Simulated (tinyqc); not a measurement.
The starting point: quasiparticle equation with a plasmon-pole self-energy for two band edges.

For each edge E = e + X + Sc(E), with the correlation part Sc(E) = A[0]/(E - a + w) + A[1]/(E - b - w); a and b are the valence and conduction energies that enter the Green function (a = ev, b = ec in the one-shot scheme). Z = 1/(1 - dSc/dE), dSc/dE = -A[0]/(E - a + w)^2 - A[1]/(E - b - w)^2.

Inputs chosen for the exercise (scales of the order of those of Si; the results hold for these values, not for the real material): ev = 0 eV (mean-field valence top); ec = 0.59 eV (mean-field conduction edge); w = 15.6 eV (pole energy); Av = (47.9, 22.6) eV^2 (weights of the valence state on the hole and electron poles); Ac = (23.3, 47.2) eV^2 (the same for the conduction state); Xv = -2.06 eV (exchange minus the mean-field potential, valence); Xc = 2 eV (the same, conduction).

The mean-field gap is opened by d (ev lowered by d/2, ec raised by d/2) and X is changed by the opposite amounts, so that e + X stays; one-shot and G-updated gaps.

Gaps (eV):
```
d    start  one-shot  update G
0.0  0.590    1.2116    1.2740
0.2  0.790    1.2300    1.2740
0.4  0.990    1.2483    1.2740
0.6  1.190    1.2664    1.2740
0.9  1.490    1.2934    1.2740
1.2  1.790    1.3199    1.2740
1.6  2.190    1.3549    1.2740
```

The one-shot gap moves by a fraction 0.09 of any change of the starting gap, while the updated gap, 1.2740 eV, does not depend on it. The two agree where the start already equals the result, near d = 0.68 eV. A real change of starting point alters the orbitals and the screening too; this model holds both fixed.

tinyqc: `OMP_NUM_THREADS=1 python tinyqc.py 1881028 1881029 out.jsonl`; about 0.02 s, one thread, shared Intel(R) Xeon(R) Processor @ 2.30GHz.
